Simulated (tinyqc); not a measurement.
# Gate sheet resistance from two finger widths

Inverse problem. At low frequency R = Rsh Wf/(3 L) + B/Wf, where B collects the channel and vertical terms. Find Rsh, B and the width of lowest R.

Parameters, values chosen for the exercise:
- L = 0.94 um (channel length)

input resistance of single fingers, contacted at one end, of width 1.9 and 12 um (ohm): [150.19821, 41.205674]

Solution. R Wf is a straight line in Wf^2; the minimum of R lies where both terms are equal.

Rsh = 4.200 ohm/square
B = 280.0 ohm um
width of lowest R = 13.71 um

Computed by the program tinyqc: `OMP_NUM_THREADS=1 python tinyqc.py 2262164 2262165 out.jsonl`, one thread of a shared Intel Xeon 2.30GHz, about 0.01 s for the whole run.
